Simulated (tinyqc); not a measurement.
Charge neutrality of a doped semiconductor with incomplete ionisation. Inputs raised by 5 %, one at a time. Computed by tinyqc, a small Python program. Command: `OMP_NUM_THREADS=1 python tinyqc.py 3000178 3000179 out.jsonl dopant sens`. One thread of a shared host (Intel(R) Xeon(R) Processor @ 2.30GHz), about 0.08 s of CPU time with the checks.

Energies are counted from the top of the valence band; E_D is measured down from the conduction band and E_A up from the valence band.

Inputs (values chosen for the exercise, modelled on GaSb):
```
quantity                 value   unit
gap at 0 K E_g0          0.812     eV
Varshni alpha         0.000432   eV/K
Varshni beta               137      K
electron mass m_e       0.0383    m_0
valleys M_c                  1      -
hole mass m_h            0.406    m_0
donor density N_D      7.2e+12  cm^-3
donor depth E_D        0.00255     eV
donor degeneracy g_D         2      -
temperature T              300      K
iteration cap               60      -
```

Doping: n-type. Statistics of the bands: Fermi-Dirac. Solver: Newton steps on the logarithm. Start of Newton steps: intrinsic level E_i.

Constants: m_0 = 9.1093837015e-31 kg; k_B = 1.380649e-23 J/K; h = 6.62607015e-34 J s; k_B = 8.617333262e-05 eV/K.

Method:
- E_g = E_g0 - alpha T^2/(T + beta).
- N_c = 2 M_c (2 pi m_e k_B T/h^2)^(3/2) and N_v = 2 (2 pi m_h k_B T/h^2)^(3/2), masses in units of m_0.
- n_i = sqrt(N_c N_v) exp(-E_g/(2 k_B T)); E_i = E_g/2 + (k_B T/2) ln(N_v/N_c).
- n = N_c F_1/2((E_F - E_g)/k_B T), p = N_v F_1/2(-E_F/k_B T).
- F_1/2(eta) = (2/sqrt(pi)) int_0^infinity sqrt(x)/(1 + exp(x - eta)) dx, by the trapezoid rule in t = sqrt(x) with step 0.02 up to t = 12 (for eta < -12 by exp(eta) - exp(2 eta)/2^(3/2)).
- N_D+ = N_D/(1 + g_D exp((E_F - E_g + E_D)/k_B T)).
- Neutrality: p + N_D+ = n + N_A-; the log ratio is ln[(p + N_D+)/(n + N_A-)].
- Newton steps from the start named, with the slope from a central difference of 1e-6 eV; the function is the log ratio y = ln[(p + N_D+)/(n + N_A-)]; the bracket -0.3 to E_g + 0.3 eV is narrowed by the sign of y at each step, and a step that would leave it is replaced by its midpoint; stop when |log ratio| < 1e-9.

Runs; columns: (1) input moved; (2) from; (3) to; (4) majority density n (cm^-3); (5) ionised share of the donors; (6) minority density p (cm^-3); (7) intrinsic density n_i (cm^-3):
```
(1)                            (2)        (3)        (4)     (5)        (6)        (7)
base run                         -          -  7.318e+12  0.9999  1.191e+11  9.336e+11
donor density N_D (cm^-3)  7.2e+12   7.56e+12  7.673e+12  0.9999  1.136e+11  9.336e+11
donor depth E_D (eV)       0.00255  0.0026775  7.318e+12  0.9999  1.191e+11  9.336e+11
electron mass m_e (m_0)     0.0383   0.040215  7.327e+12  0.9999  1.280e+11  9.684e+11
hole mass m_h (m_0)          0.406     0.4263  7.327e+12  0.9999  1.280e+11  9.684e+11
temperature T (K)              300        315  7.807e+12  0.9999  6.077e+11  2.178e+12
gap at 0 K E_g0 (eV)         0.812     0.8526  7.224e+12  0.9999  2.509e+10  4.258e+11
```

Exponents ln(y'/y) / ln(x'/x):
```
input              majority density n  ionised share of the donors  minority density p  intrinsic density n_i
donor density N_D               0.969                            0              -0.969                  0.000
donor depth E_D                 0.000                            0               0.000                  0.000
electron mass m_e               0.025                            0               1.475                  0.750
hole mass m_h                   0.025                            0               1.475                  0.750
temperature T                   1.325                            0              33.400                 17.362
gap at 0 K E_g0                -0.265                            0             -31.923                -16.094
```

Among the inputs moved here: majority density n answers most in size to temperature T (exponent +1.325), next to donor density N_D (+0.969); its exponent is below 0.0005 for donor depth E_D. Its exponent +0.969 in donor density N_D: n is proportional to N_D, as under full ionisation and also in freeze-out with slight compensation. Ionised share of the donors hardly depends on these (all exponents below 0.005). Minority density p answers most in size to temperature T (exponent +33.400), next to gap at 0 K E_g0 (-31.923); its exponent is below 0.0005 for donor depth E_D. Its exponent -0.969 in donor density N_D: mass action, with a majority density proportional to N_D. intrinsic density n_i answers most in size to temperature T (exponent +17.362), next to gap at 0 K E_g0 (-16.094); its exponent is below 0.0005 for donor density N_D, donor depth E_D. Its exponent +0.750 in electron mass m_e: n_i goes as (m_e m_h)^(3/4). Its exponent +0.750 in hole mass m_h: n_i goes as (m_e m_h)^(3/4).
